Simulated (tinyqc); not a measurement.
Inverse iteration on a symmetric matrix, step by step. One step of it, computed by the program tinyqc.

Task: Step 2. solve (A - shift) w = v; v' = w/|w| with its largest component positive (the first on a tie); lambda = v'^T A v'.

A:
$$\begin{pmatrix}
0.753000 & 0.104000 & 0.584000 \\
0.104000 & 1.376000 & -0.089000 \\
0.584000 & -0.089000 & 1.486000
\end{pmatrix}$$

vector after step 1: [0.825509, 0.520208, 0.218901]

shift = 0.070000

Give: vector after step 2; Rayleigh quotient after step 2.

Result:

vector after step 2: [0.947, 0.143, -0.289]

Rayleigh quotient after step 2 = 0.543
